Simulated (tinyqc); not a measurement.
Equal gaps, different models: fitting sp3s* parameters to three gaps by Newton steps.

sp3s* tight binding, nearest neighbours only: anion (a) at 0, cation (c) at a/4 (1,1,1), orbitals s, px, py, pz, s* on each; k in units of 2 pi/a. With phases e_j = exp(i (pi/2) k.n_j) for n = (1,1,1), (1,-1,-1), (-1,1,-1), (-1,-1,1): g0 = (e1+e2+e3+e4)/4, g1 = (e1+e2-e3-e4)/4, g2 = (e1-e2+e3-e4)/4, g3 = (e1-e2-e3+e4)/4. The diagonal holds the levels Esa, Epa, Exa (s*) and Esc, Epc, Exc. Anion-cation block: <sa|sc> = Vss g0; <sa|xc> = Vsapc g1; <xa|sc> = -Vscpa g1; <xa|xc> = Vxx g0; <xa|yc> = <ya|xc> = Vxy g3, <xa|zc> = <za|xc> = Vxy g2, <ya|zc> = <za|yc> = Vxy g1; <s*a|xc> = Vxapc g1; <xa|s*c> = -Vpaxc g1; y and z take g2 and g3 in place of g1; s-s* and s*-s* vanish.

Gaps are level 5 at Gamma, X = (1,0,0) and L = (1/2,1/2,1/2) less level 4 at Gamma; no spin-orbit coupling. Free parameters: Esa, Vxapc and Vscpa. H is linear in them, so by Hellmann-Feynman J_ij = <u|dH/dp_j|u> for level 5 at point i less the same for level 4 at Gamma. Newton: p(new) = p + J^-1 (target - gaps); stop when all misses are below 1e-7 eV.

Constants: hbar^2/2m0 = 3.80998211 eV angstrom^2.

Parameters, chosen for this exercise (out of a larger set: near a published set for SiC, fitted to gaps, whose masses and valley positions are rough; not measured data):
- p = (-8.436, 2.124, -4.832, 4.35, 9.639, 9.284, -12.424, 3.038, 5.924, 9.483, 9.237, 8.682, 4.41) eV (start, order Esa, Epa, Esc, Epc, Exa, Exc, Vss, Vxx, Vxy, Vsapc, Vscpa, Vxapc, Vpaxc)
- tg = (5.8642, 2.1323, 3.4119) eV (target gaps at Gamma, X, L)
- a = 4.361 angstrom (lattice constant)

The same three targets are met with other triples of free parameters (those for which Newton converges within 3 eV of the start). Not fitted: level 5 at K = (3/4,3/4,0) above Ev, the spacing of levels 6 and 5 at X, the depth of level 2 at X below Ev, the valence width at Gamma, and the mass c q^2/(E(q) - E(0)) of level 5 along [100], q = 0.002 (2 pi/a), c = hbar^2/2m0.

Unfitted results:

| free parameters | largest change (eV) | K (eV) | X spacing (eV) | level 2 at X (eV) | valence width (eV) | mass (m0) |
|---|---|---|---|---|---|---|
| start | 0.000 | 2.442 | 3.069 | 11.538 | 19.190 | 0.5118 |
| Vss, Vxapc, Vpaxc | 0.947 | 2.234 | 3.987 | 11.417 | 19.135 | 0.4836 |
| Esc, Vxapc, Vpaxc | 0.884 | 2.234 | 3.917 | 11.487 | 19.230 | 0.4918 |
| Vss, Vsapc, Vpaxc | 1.052 | 2.235 | 4.066 | 11.405 | 19.135 | 0.4684 |
| Esa, Vxapc, Vscpa | 0.281 | 2.232 | 3.119 | 11.276 | 19.262 | 0.5638 |

What can be read from this table?

All fitted rows have the same three gaps, yet they spread by 3 meV at K, 947 meV in the X spacing, 211 meV in level 2 at X, 127 meV in the valence width and 19.0 % in the mass. The smallest change of parameters, 0.281 eV, is that of Esa, Vxapc, Vscpa. A fit fixes what it was given and leaves the rest to the choice of free parameters.

tinyqc: `OMP_NUM_THREADS=1 python tinyqc.py 1482088 1482089 out.jsonl`; about 0.1 s, one thread, shared Intel(R) Xeon(R) Processor @ 2.30GHz.
